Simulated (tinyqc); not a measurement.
A square-lattice strip 3 sites wide, recursive Green functions: two steps of the calculation.

The device has N = 4 slices of 3 site(s), nearest-neighbour hopping -t, and site energies U; the leads are semi-infinite continuations with site energy 0. V = <i+1|H|i> = -t 1.

Parameters, values chosen for the exercise:
- t = 1 eV (hopping (matrix element -t))
- U = [1.16, -0.23, 0.69, -0.74, -0.16, -0.78, 0.75, 0.72, 0.91, 1.14, 0.28, -0.8] eV (site energies, slice by slice (3 a slice))
- E = 0.28 eV (energy)

Question 1. Slice 4. Forward pass: g_1 = (E - H_1 - Sigma)^(-1), g_i = (E - H_i - V g_(i-1) V^dagger)^(-1), with Sigma also subtracted on the last slice; G_(i,1) = g_i V G_(i-1,1), starting from g_1. H_i is the block of slice i: its site energies on the diagonal and -t between neighbouring rows.

g_3 (1/eV):

|  | 1 | 2 | 3 |
|---|---|---|---|
| 1 | -0.57293782-0.54516965i | 0.53739307-0.19759307i | 0.30418103-0.22941806i |
| 2 | 0.53739307-0.19759307i | 0.70234659-0.25249848i | 0.49417225-0.11591425i |
| 3 | 0.30418103-0.22941806i | 0.49417225-0.11591425i | -0.53642352-0.30663037i |

G_(3,1) (1/eV):

|  | 1 | 2 | 3 |
|---|---|---|---|
| 1 | -0.12946459-0.08266771i | -0.60725249-0.09939453i | -0.44288621-0.51447197i |
| 2 | -0.35609296-0.16763725i | 0.01635777-0.17566328i | -0.35716027-0.27673459i |
| 3 | -0.39562800-0.26387761i | -0.50870446-0.02833094i | -0.09120854-0.09651713i |

Sigma (eV):

|  | 1 | 2 | 3 |
|---|---|---|---|
| 1 | 0.14000000-0.83384250i | 0.50000000+0.10331593i | 0.00000000+0.15630900i |
| 2 | 0.50000000+0.10331593i | 0.14000000-0.67753350i | 0.50000000+0.10331593i |
| 3 | 0.00000000+0.15630900i | 0.50000000+0.10331593i | 0.14000000-0.83384250i |

Find: g_4; G_(4,1).

Answer 1.

g_4 (1/eV):

|  | 1 | 2 | 3 |
|---|---|---|---|
| 1 | -0.2031-0.6407i | 0.0344+0.0418i | -0.1052-0.0412i |
| 2 | 0.0344+0.0418i | -0.5389-0.5928i | 0.0106+0.0057i |
| 3 | -0.1052-0.0412i | 0.0106+0.0057i | 0.4077-0.3183i |

G_(4,1) (1/eV):

|  | 1 | 2 | 3 |
|---|---|---|---|
| 1 | 0.0012-0.1231i | -0.1199-0.4278i | 0.2347-0.3777i |
| 2 | -0.0888-0.2881i | 0.1349-0.0530i | -0.0343-0.3231i |
| 3 | 0.2379-0.0286i | 0.1555-0.1841i | 0.0447-0.0571i |

Question 2. Transmission and its channels. T(E) = Tr[Gamma G_(N,1) Gamma G_(N,1)^dagger]. The non-zero eigenvalues T_n of the matrix under the trace are the channel transmissions; Fano factor sum T_n (1 - T_n)/sum T_n.

G_(4,1) (1/eV):

|  | 1 | 2 | 3 |
|---|---|---|---|
| 1 | 0.00116551-0.12310208i | -0.11991122-0.42779713i | 0.23473543-0.37768361i |
| 2 | -0.08882218-0.28812465i | 0.13491861-0.05295517i | -0.03428835-0.32307339i |
| 3 | 0.23792215-0.02858160i | 0.15549578-0.18406649i | 0.04474107-0.05705650i |

Gamma (eV):

|  | 1 | 2 | 3 |
|---|---|---|---|
| 1 | 1.6676850 | -0.2066319 | -0.3126180 |
| 2 | -0.2066319 | 1.3550670 | -0.2066319 |
| 3 | -0.3126180 | -0.2066319 | 1.6676850 |

Wanted: T(E); T_n; Fano factor.

Answer 2.

T(E) = 1.380
T_n: [0.9034, 0.3149, 0.1618]
Fano factor = 0.3178

With 3 open mode(s) in the leads T(E) cannot exceed 3. Inverting the whole matrix gives the same value.

Numbers from tinyqc (`OMP_NUM_THREADS=1 python tinyqc.py 2660107 2660108 out.jsonl`; about 0.02 s on one thread of a shared Intel Xeon 2.30GHz).
